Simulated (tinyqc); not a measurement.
Three programmes: liquidus of a compound AB in a simple-solution melt, liquid-phase epitaxy and vapour pressures. Computed by tinyqc, a small Python program. Command: `OMP_NUM_THREADS=1 python tinyqc.py 3011188 3011189 out.jsonl liq35 walk`. One thread of a shared host (Intel(R) Xeon(R) Processor @ 2.30GHz), about 0.05 s of CPU time with the checks.

x is the atom fraction of B in the melt. The melt is a simple solution: R T ln gamma_B = W (1 - x)^2, R T ln gamma_A = W x^2, W = a + b T. The solid AB is stoichiometric.

Inputs (values chosen for the exercise, for a model compound):
```
quantity                        value       unit
melting point T_F                1502          K
entropy of fusion S_F            72.1  J/(mol K)
interaction a                    25.8     kJ/mol
interaction slope b             -29.9  J/(mol K)
saturation temperature T          929          K
step dT                           8.6          K
cooling rate c                   0.24      K/min
diffusivity in the melt D     0.00012     cm^2/s
molar volume of the melt V_L     12.5   cm^3/mol
lattice constant a0             5.653   angstrom
melt depth w                      7.3         mm
```

Constants: R = 8.314462618 J/(mol K); N_A = 6.02214076e+23 1/mol; k_B = 8.617333262e-05 eV/K.

Method:
- Liquidus (Vieland): f(x) = R T ln[4 x (1 - x)] + 2 W (1/2 - x)^2 + S_F (T_F - T) = 0.
- Newton steps with f' = (1 - 2x)[R T/(x (1 - x)) - 2 W], from the dilute estimate x = (1/4) exp[-(S_F (T_F - T) + W/2)/(R T)]; stop below 1e-13; f under 1e-6 shown as 0.
- dx/dT = -(df/dT)/f', df/dT = R ln[4 x (1 - x)] + 2 b (1/2 - x)^2 - S_F, f' = (1 - 2x)[R T/(x (1 - x)) - 2 W]. Concentrations: C_L = x N_A/V_L in the melt, C_S = 4/a0^3 in the solid; m = dT/dC_L.
- Semi-infinite melt (Hsieh): step d = 2 dT sqrt(D t/pi)/(C_S m); ramp d = (4/3) c sqrt(D/pi) t^(3/2)/(C_S m); supercooling is their sum. A melt of depth w can give at most w (undercooling)/(C_S m).

C_S = 2.21423e+22 1/cm^3

slope m = 9.08996e-19 K cm^3

dx/dT = 2.28348e-05 1/K

solubility x = 0.00135189

Thickness (micrometre):
```
t (min)    step        ramp  supercooling  sqrt(D t) (mm)
0.2      0.1830  6.8077e-04        0.1836          0.3795
0.5      0.2893  2.6910e-03        0.2920          0.6000
1.0      0.4091  7.6113e-03        0.4167          0.8485
2.0      0.5786  2.1528e-02        0.6001          1.2000
5.0      0.9148  8.5096e-02        0.9999          1.8974
10.0     1.2937  2.4069e-01        1.5344          2.6833
20.0     1.8296  6.8077e-01        2.5103          3.7947
```

What follows from these numbers?

Step cooling goes as t^(1/2), ramp cooling as t^(3/2); they are equal at t = 3 dT/(2 c) = 53.7 min. The local exponent of their sum runs from 0.51 to 0.71. Rows with sqrt(D t) above about half the depth of 7.3 mm are overestimates.
